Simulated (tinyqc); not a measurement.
Electron-beam lithography: double-Gaussian proximity function, edge placement and dose correction for parallel lines: one step, computed by the program tinyqc. Command: `OMP_NUM_THREADS=1 python tinyqc.py 3111392 3111393 out.jsonl proximity walk`. One thread of a shared host (Intel(R) Xeon(R) Processor @ 2.30GHz), about 0.01 s of CPU time with the checks.

Lines are infinitely long. Absorbed energy is counted so that the middle of a very large area written at dose 1 receives 1; the resist develops where it exceeds 1/2.

Task: Dose correction. Uncorrected edge energies are M 1. Solve M d = 1/2 for the doses d that put the mean edge energy of every line at the threshold.

M, rows 1, 2, 3, 4:
$$\begin{pmatrix}
0.3092896 & 0.0026992 & 0.0242864 & 0.0000211 \\
0.0084735 & 0.2940747 & 0.1688611 & 0.0024880 \\
0.0032047 & 0.0039389 & 0.4836052 & 0.0585468 \\
0.0000055 & 0.0001481 & 0.0646718 & 0.4665513
\end{pmatrix}$$

Give: edge energies at dose 1; corrected doses; largest over smallest dose.

Result:

edge energies at dose 1: 1 0.3363, 2 0.4739, 3 0.5493, 4 0.5314

corrected doses: 1 1.536, 2 1.131, 3 0.900, 4 0.947

largest over smallest dose = 1.707
